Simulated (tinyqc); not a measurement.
From results back to parameters: carrier statistics of a doped semiconductor with parabolic bands. Three cases, with inputs chosen for the exercise.

Problem. ni^2 = C^2 (T/300 K)^3 exp(-Eg(T)/kB T) with Eg(T) = Eg0 - al T^2/(T + be). Two intrinsic densities were computed from hidden Eg0 and C = sqrt(Nc Nv) at 300 K.

Constants: kB = 8.617333262e-05 eV/K.

Case 1.

Values chosen (near those of AlAs; the results hold for these values, not for the real material): al = 0.000699 eV/K (Varshni alpha); be = 529 K (Varshni beta); T1 = 280 K; T2 = 530 K.

ni(T1) = 0.491013 1/cm^3
ni(T2) = 7.28141e+09 1/cm^3

Case 2.

Values chosen (near those of InSb; the results hold for these values, not for the real material): al = 0.000307 eV/K (Varshni alpha); be = 166 K (Varshni beta); T1 = 320 K; T2 = 490 K.

ni(T1) = 2.71905e+16 1/cm^3
ni(T2) = 2.61230e+17 1/cm^3

Case 3.

Values chosen (near those of Si; the results hold for these values, not for the real material): al = 0.000471 eV/K (Varshni alpha); be = 620 K (Varshni beta); T1 = 300 K; T2 = 420 K.

ni(T1) = 7.65722e+09 1/cm^3
ni(T2) = 9.64340e+12 1/cm^3

Find: Eg0; C.

Solution. y(T) = 2 ln ni - 3 ln(T/300) - al T/((T + be) kB) equals 2 ln C - Eg0/(kB T), a straight line in 1/T; two points give slope and intercept.

Case 1.

Eg0 = 2.234 eV
C = 1.70e+19 1/cm^3

Case 2.

Eg0 = 0.233 eV
C = 5.22e+17 1/cm^3

Case 3.

Eg0 = 1.162 eV
C = 1.81e+19 1/cm^3

Computed by tinyqc, one run a case: `OMP_NUM_THREADS=1 python tinyqc.py N N+1 out.jsonl` with N = 1651190, 1651230, 1651360; one thread of a shared Intel(R) Xeon(R) Processor @ 2.30GHz, about 0.01 s a run at most.
